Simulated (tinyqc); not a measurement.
Inside a calculation: two-band k.p model of the Delta valleys near the X point under shear strain. Values are carried at full precision from step to step, so a last printed digit may differ when a step is redone from the rounded ones.

Constants: hbar^2/2m0 = 3.80998211 eV angstrom^2.

Parameters, chosen for this exercise (near those of Si; the results hold for these values, not for the real material):
```
symbol  value                   unit        meaning
a       5.424                   angstrom    lattice constant
ml      0.899                   m0          longitudinal mass
mt      0.198                   m0          transverse mass
kx0     0.143                   2 pi/a      distance of the minimum from X
D       14.5                    eV          shear deformation potential
Mp      0.23                    m0          coupling mass
exy     0.0016                              shear strain
k       (-0.052, 0.072, 0.204)  1/angstrom  wave vector from X
```

## Scales

k0 = kx0 2 pi/a; Delta = 2 c k0^2/ml with c = hbar^2/2m0, half the splitting of the two bands at k0; eta = D exy/Delta measures the shear coupling against it.

k0 = 0.16565 1/angstrom
Delta = 0.23259 eV
eta = 0.0997
splitting of the two bands at X, 2 |D exy| = 0.0464 eV

## The Hamiltonian at one k

Valley pair on the [001] axis, kz counted from the X point, c = hbar^2/2m0, k0 = kx0 2 pi/a. H = (c kz^2/ml + c (kx^2 + ky^2)/mt + c k0^2/ml) 1 + (2 c k0 kz/ml) sigma_z + (D exy - 2 c kx ky/Mp) sigma_x, so E = c kz^2/ml + c (kx^2 + ky^2)/mt + c k0^2/ml -/+ sqrt((2 c k0 kz/ml)^2 + (D exy - 2 c kx ky/Mp)^2). Without strain the lower band has its minima, E = 0, at kz = +/- k0. Shifts from diagonal strain are left out.

Fill in the 2 x 2 matrix (sigma_z diagonal) and give its levels.

H(k) (eV):
```
        1       2
1  0.7309  0.1472
2  0.1472  0.1580
```

levels (eV): 0.1224  0.7665

## Position, depth and masses of the minimum

For |eta| < 1: k_min = k0 sqrt(1 - eta^2), E_min = -Delta eta^2/2, ml(eta) = ml/(1 - eta^2), 1/m[110] = 1/mt + eta/Mp, 1/m[1-10] = 1/mt - eta/Mp. For |eta| > 1 the minimum sits at X: E_min = -Delta (2 |eta| - 1)/2, ml(eta) = ml/(1 - 1/|eta|), and eta is replaced by its sign in the transverse masses.

k_min = 0.1648 1/angstrom
E_min = -1.16 meV
ml(eta) = 0.908 m0

masses along [110] and [1-10] (m0): 0.1823  0.2166

The minimum has moved 0.5 % of the way to X; electrons are lighter along [110] (-7.9 % against mt) and heavier across (+9.4 %).

## The two bands along kz

kx = ky = 0, kz from 0 to 1.6 k0 in steps of 0.2 k0, with and without the strain.

Levels (eV):
```
kz/k0  kz (1/angstrom)    lower   upper  lower, no strain  upper, no strain
0.0             0.0000   0.0931  0.1395            0.1163            0.1163
0.2             0.0331   0.0690  0.1729            0.0744            0.1675
0.4             0.0663   0.0390  0.2308            0.0419            0.2279
0.6             0.0994   0.0167  0.2996            0.0186            0.2977
0.8             0.1325   0.0032  0.3782            0.0047            0.3768
1.0             0.1657  -0.0012  0.4663            0.0000            0.4652
1.2             0.1988   0.0037  0.5638            0.0047            0.5629
1.4             0.2319   0.0178  0.6707            0.0186            0.6699
1.6             0.2650   0.0411  0.7869            0.0419            0.7861
```

## Checks

- Depth of the minimum by numerical search against the closed form (eV): both -0.001157.
- Mass along [110] by finite differences against the closed form: both 0.1823.

Program tinyqc; command `OMP_NUM_THREADS=1 python tinyqc.py 1050385 1050386 out.jsonl`; about 0.01 s on one thread of a shared Intel(R) Xeon(R) Processor @ 2.30GHz.
